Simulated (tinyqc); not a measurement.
# Long-channel MOSFET, surface-potential model: output curve

n-channel transistor on a uniformly doped p-type body, gradual-channel approximation, constant mobility, Boltzmann statistics, full ionisation. Potentials are counted from the neutral body; V is the electron quasi-Fermi potential, Vsb at the source and Vsb + Vds at the drain. Charges are magnitudes per area.

ni = sqrt(Nc Nv) exp(-Eg/(2 Vt)), Eg in volts; phiF = Vt ln(Na/ni); Cox = eps0 eox/tox; gamma = sqrt(2 q eps0 eps_r Na)/Cox. The surface potential psi at channel potential V solves Vgs + Vsb - Vfb - psi = gamma sqrt(G), G = psi - Vt + Vt exp((psi - 2 phiF - V)/Vt). Charge sheet: Qi = Cox gamma [sqrt(G) - sqrt(psi - Vt)]; I = mu (W/L) [integral of Qi dpsi from psi_0 to psi_L (drift) + Vt (Qi0 - QiL) (diffusion)], with psi_0 at V = Vsb and psi_L at V = Vsb + Vds. Pao-Sah: Qi(V) = (Cox gamma/2) integral from 3 Vt to psi of exp((u - 2 phiF - V)/Vt)/sqrt(G(u, V)) du, and I = mu (W/L) integral of Qi dV from Vsb to Vsb + Vds. Square law: VT = Vfb + 2 phiF + gamma sqrt(2 phiF + Vsb), m = 1 + gamma/(2 sqrt(2 phiF + Vsb)), I = mu Cox (W/L) [(Vgs - VT) v - m v^2/2] with v the smaller of Vds and (Vgs - VT)/m, and zero below VT.

Parameters, values chosen for the exercise; material values close to those of gallium arsenide:
- T = 300 K (temperature)
- Eg = 1.41 eV (band gap)
- eps_r = 12.7 (relative permittivity of the semiconductor)
- Nc = 4.46e17 cm^-3 (conduction-band density of states at T)
- Nv = 9.07e18 cm^-3 (valence-band density of states at T)
- Na = 3.4e16 cm^-3 (acceptor density of the body)
- eox = 22.4 (relative permittivity of the gate insulator)
- tox = 28 nm (insulator thickness)
- Vfb = -0.43 V (flat-band voltage)
- mu = 410 cm^2/(V s) (channel mobility)
- W = 5 um (gate width)
- L = 2 um (gate length)
- Vsb = 0.5 V (source-body reverse bias)
- Vgs = 1.27 V (gate-source voltage)

Constants: q = 1.602176634e-19 C, kB = 1.380649e-23 J/K, Vt = kB T/q, eps0 = 8.8541878128e-14 F/cm where lengths are in cm. Results are converted to the units shown.

Result of one run:
```
psi_L (V)  QiL (nC/cm^2)  I, charge sheet (uA)  I, Pao-Sah (uA)  I, square law (uA)
1.869              84.38                 4.915            5.124               9.830
```

Which drain-source voltage Vds gave this result: 0.05, 0.15, 0.4 or 0.45 V?

Vds = 0.05 V.

The whole series:
```
Vds (V)  psi_L (V)  QiL (nC/cm^2)  I, charge sheet (uA)  I, Pao-Sah (uA)  I, square law (uA)
0.05         1.869          84.38                 4.915            5.124               9.830
0.1          1.906          56.14                 8.379            8.738               17.74
0.15         1.940          31.27                 10.53            10.97               23.72
0.2          1.965          12.53                 11.59            12.07               27.78
0.25         1.977          3.040                 11.94            12.43               29.91
0.3          1.981         0.5046                 12.01            12.50               30.27
0.35         1.981        0.07468                 12.02            12.51               30.27
0.4          1.981        0.01083                 12.02            12.52               30.27
0.45         1.981       0.001567                 12.02            12.52               30.27
```

The Pao-Sah current rises from 5.12 to 12.5 uA, while the charge at the drain end falls from 84.4 to 0.00157 nC/cm^2. The current first comes within 1 % of its last value at Vds = 0.25 V among the rows listed; the square law saturates at (Vgs - VT)/m = 0.280 V. Over the last two rows psi_L moves by less than 1 mV: the drain has lost hold of the surface potential, so the current no longer grows. In the last row the charge sheet is 3.9 % below Pao-Sah and the square law 2.42 times it. In every row the surface electron density at the source passes 0.3 Nc, where degeneracy and quantisation, left out here, matter.

Computed by the program tinyqc: `OMP_NUM_THREADS=1 python tinyqc.py 2360077 2360078 out.jsonl`, one thread of a shared Intel Xeon 2.30GHz, about 0.04 s for the whole run.
